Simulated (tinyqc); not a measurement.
Thermal stress, cracking, delamination and buckling of a thin film; Griffith cracks and misfitting inclusions: one step, computed by the program tinyqc. Command: `OMP_NUM_THREADS=1 python tinyqc.py 3014620 3014621 out.jsonl filmcrack walk`. One thread of a shared host (Intel(R) Xeon(R) Processor @ 2.30GHz), about 0.01 s of CPU time with the checks.

Isotropic linear elasticity; the substrate is much thicker than the film; stress is positive in tension.

Question. Elastic mismatch. Dundurs alpha = (Ebar - Ebar_s)/(Ebar + Ebar_s), with Ebar_s = E_s/(1 - nu_s^2). The channel-crack factor is taken as g = 1.258 (1 - alpha)^(-0.7), a rough interpolation chosen for the exercise (1.258 is the value for matched materials).

Inputs (values chosen for the exercise, modelled on a silicon dioxide film on silicon):
```
quantity                       value  unit
deposition temperature T_d       975     K
final temperature T              300     K
substrate Young's modulus E_s    162   GPa
substrate Poisson ratio nu_s    0.26     -
```

Ebar = 68.58202 GPa

Give: Dundurs alpha; factor g.

Answer.

Dundurs alpha = -0.4340

factor g = 0.9775

The stiffer substrate holds the crack faces and lowers the driving force.
